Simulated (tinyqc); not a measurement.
Fully depleted semiconductor-on-insulator film with two gates, non-linear Poisson equation by Newton steps: one step of the calculation.

One dimension across the film, front interface at x = 0, back interface at x = ts. psi is counted from the intrinsic level, n = ni exp(psi/Vt) (source grounded), holes neglected, acceptors ionised. Gates act through Cox = eps0 eox/tox and Cbox = 3.9 eps0/tb with potentials G1 = Vg - (phiM - chi - Vt ln(Nc/ni)) and G2 = Vb - (phiB - chi - Vt ln(Nc/ni)). Classical Boltzmann densities, no interface charge, no depletion in the back plane.

Task. Electron sheet density, centroid and oxide fields. n_i = ni exp(psi_i/Vt); N_inv = sum w_i n_i with w = ts/7, halved at the ends; centroid sum w n x/N_inv; fields (G1 - psi_0)/tox and (G2 - psi_7)/tb.

Inputs (values chosen for the exercise); band and dielectric values close to those of silicon:
```
symbol,value,unit,meaning
T,250,K,temperature
tox,10,nm,insulator thickness
ts,8.9,nm,film thickness
tb,59,nm,buried-oxide thickness (eps_r 3.9)
```

Constants: q = 1.602176634e-19 C, kB = 1.380649e-23 J/K, Vt = kB T/q. Results are converted to the units shown.

| node | converged psi (V) |
|---|---|
| 0 | 0.53827176 |
| 1 | 0.51547740 |
| 2 | 0.50093483 |
| 3 | 0.49059478 |
| 4 | 0.48285621 |
| 5 | 0.47693481 |
| 6 | 0.47239447 |
| 7 | 0.46897324 |

ni = 1.3507885e8 cm^-3
G1 = 0.90567183 V
G2 = 0.055671832 V

Give: n; N_inv; centroid; field in the front oxide; field in the buried oxide.

Result.

| node | n (cm^-3) |
|---|---|
| 0 | 9.587e18 |
| 1 | 3.328e18 |
| 2 | 1.694e18 |
| 3 | 1.048e18 |
| 4 | 7.320e17 |
| 5 | 5.561e17 |
| 6 | 4.504e17 |
| 7 | 3.843e17 |

N_inv = 1.627e12 cm^-2
centroid = 1.950 nm
field in the front oxide = 0.3674 MV/cm
field in the buried oxide = -0.07005 MV/cm

The centroid lies at 0.22 of the film, near the front interface.

Computed by the program tinyqc: `OMP_NUM_THREADS=1 python tinyqc.py 2190145 2190146 out.jsonl`, one thread of a shared Intel Xeon 2.30GHz, about 0.6 s for the whole run.
